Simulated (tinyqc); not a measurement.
# Thin-film transistor with exponential tail and deep states, accumulation layer: several studies

An undoped film in accumulation, thicker than the space-charge layer. With band bending psi the Fermi level lies E0 - psi below the band edge. Free electrons n = n0 exp(psi/Vt) carry the current; electrons in two exponential distributions of traps, a = a0 exp(psi/Va) and d = d0 exp(psi/Vp), do not. Linear regime, ohmic contacts, traps in equilibrium.

Inputs (values chosen for the exercise); values close to those of an organic semiconductor:
```
symbol   value        unit                                        meaning
T          290           K                                    temperature
eps_r      3.2                 relative permittivity of the semiconductor
Nc        1e20       cm^-3                     density of extended states
mb         3.5  cm^2/(V s)                                  band mobility
Nt      8.4e19       cm^-3                   total density of tail states
Tt         390           K         characteristic temperature of the tail
Nd      3.8e17       cm^-3                   total density of deep states
Td        1090           K  characteristic temperature of the deep states
E0        0.61          eV           bulk Fermi level below the band edge
Ci          17     nF/cm^2                               gate capacitance
WL           2                                                  ratio W/L
Vd        0.05           V                                  drain voltage
Vg          18           V                   gate voltage above flat band
```

Constants: q = 1.602176634e-19 C, kB = 1.380649e-23 J/K, Vt = kB T/q, eps0 = 8.8541878128e-14 F/cm where lengths are in cm. Results are converted to the units shown.

Each table varies one quantity; the others keep the values above.

## Effect of the characteristic temperature of the tail

Va = kB Tt/q, Vp = kB Td/q; n0 = Nc exp(-E0/Vt), a0 = Nt th(T/Tt) exp(-E0/Va), d0 = Nd th(T/Td) exp(-E0/Vp), th(x) = pi x/sin(pi x). G(psi) = sum over the three kinds of c0 [V (exp(psi/V) - 1) - psi], field F = sqrt(2 q G/(eps0 eps_r)); Vg = psi + eps0 eps_r F/Ci at the surface. Total charge Q = Ci (Vg - psi_s); free charge Qf = q times the integral of n0 (exp(psi/Vt) - 1)/F over psi from 0 to psi_s; I = (W/L) mb Qf Vd; effective mobility mb Qf/Q.

Effect of the characteristic temperature of the tail:

| Tt (K) | E0 - psi_s (eV) | Q (nC/cm^2) | free share (%) | effective mobility (cm^2/(V s)) | I (nA) |
|---|---|---|---|---|---|
| 360 | 0.08060 | 297.0 | 8.453 | 0.2958 | 8.786 |
| 400 | 0.07995 | 297.0 | 8.231 | 0.2881 | 8.556 |
| 440 | 0.08210 | 297.0 | 7.221 | 0.2527 | 7.507 |
| 480 | 0.08577 | 297.1 | 6.001 | 0.2100 | 6.240 |
| 520 | 0.09044 | 297.2 | 4.815 | 0.1685 | 5.008 |
| 560 | 0.09589 | 297.3 | 3.763 | 0.1317 | 3.915 |
| 600 | 0.1020 | 297.4 | 2.879 | 0.1008 | 2.997 |
| 640 | 0.1086 | 297.5 | 2.163 | 0.07571 | 2.252 |

Read the table: what changes, and by how much?

As Tt goes from 360 to 640 K, the free share falls from 8.45 to 2.16 %, the distance of the Fermi level from the edge goes from 0.0806 through a minimum of 0.0799 (at Tt = 400 K among the rows listed) to 0.109 eV and the current falls from 8.79 to 2.25 nA. Q varies by only 0.16 %: the gate sets the charge, the traps decide how much of it moves. For Tt = 360 to 520 K the th form, which assumes a Fermi level far below the edge, overcounts the filled tail at the surface by more than 15 %.

## Effect of the total density of tail states

Same model as above.

Results:

| Nt (cm^-3) | E0 - psi_s (eV) | Q (nC/cm^2) | free share (%) | effective mobility (cm^2/(V s)) | I (nA) |
|---|---|---|---|---|---|
| 2.8e18 | 0.02830 | 296.1 | 73.70 | 2.580 | 76.39 |
| 6.5e18 | 0.03283 | 296.2 | 59.96 | 2.098 | 62.15 |
| 3.4e19 | 0.05657 | 296.6 | 21.69 | 0.7592 | 22.52 |
| 7.9e19 | 0.07801 | 297.0 | 9.012 | 0.3154 | 9.367 |
| 1.8e20 | 0.1028 | 297.4 | 3.315 | 0.1160 | 3.450 |
| 4.2e20 | 0.1301 | 297.8 | 1.109 | 0.03882 | 1.156 |

Estimate the missing row, Nt = 1.5e19 cm^-3.

Computed row:

| Nt (cm^-3) | E0 - psi_s (eV) | Q (nC/cm^2) | free share (%) | effective mobility (cm^2/(V s)) | I (nA) |
|---|---|---|---|---|---|
| 1.5e19 | 0.04174 | 296.3 | 40.54 | 1.419 | 42.05 |

With this row back in the table: As Nt goes from 2.8e18 to 4.2e20 cm^-3, the free share falls from 73.7 to 1.11 %, the distance of the Fermi level from the edge rises from 0.0283 to 0.130 eV and the current falls from 76.4 to 1.16 nA. Q varies by only 0.58 %: the gate sets the charge, the traps decide how much of it moves. For Nt = 2.8e18 to 1.5e19 cm^-3 the surface Fermi level is within 2 Vt of the band edge, where the exponential forms fail. In every row the th form, which assumes a Fermi level far below the edge, overcounts the filled tail at the surface by more than 15 %.

## Transfer curve

Same model as above.

The last column is d ln I/d ln Vg.

Transfer curve:

| Vg (V) | E0 - psi_s (eV) | Q (nC/cm^2) | free share (%) | effective mobility (cm^2/(V s)) | I (nA) | exponent |
|---|---|---|---|---|---|---|
| 0.72 | 0.3690 | 8.143 | 0.08426 | 0.002949 | 0.002401 | 4.452 |
| 1.2 | 0.3016 | 15.16 | 0.3697 | 0.01294 | 0.01961 | 3.641 |
| 1.9 | 0.2523 | 26.22 | 0.9350 | 0.03272 | 0.08580 | 2.833 |
| 3.1 | 0.2084 | 45.87 | 1.859 | 0.06507 | 0.2985 | 2.312 |
| 5.1 | 0.1690 | 79.20 | 3.141 | 0.1099 | 0.8708 | 2.018 |
| 8.3 | 0.1333 | 133.0 | 4.782 | 0.1674 | 2.226 | 1.850 |
| 14 | 0.09680 | 229.3 | 7.067 | 0.2473 | 5.671 | 1.736 |
| 22 | 0.06634 | 364.8 | 9.578 | 0.3352 | 12.23 | 1.667 |
| 36 | 0.03399 | 602.2 | 12.98 | 0.4543 | 27.36 | 1.606 |

Read the table: what changes, and by how much?

The current rises from 0.00240 to 27.4 nA and the free share rises from 0.0843 to 13.0 %; the exponent falls from 4.45 to 1.61. If one kind of trap held all the charge, I would go as Q^(2 Tx/T - 1): 6.52 for the deep states, 1.69 for the tail and 1 for free electrons alone. At Vg = 36 V the surface Fermi level is within 2 Vt of the band edge, where the exponential forms fail. For Vg = 5.1 to 36 V the th form, which assumes a Fermi level far below the edge, overcounts the filled tail at the surface by more than 15 %.

Numbers from tinyqc (`OMP_NUM_THREADS=1 python tinyqc.py 2610029 2610030 out.jsonl`; about 0.03 s on one thread of a shared Intel Xeon 2.30GHz).
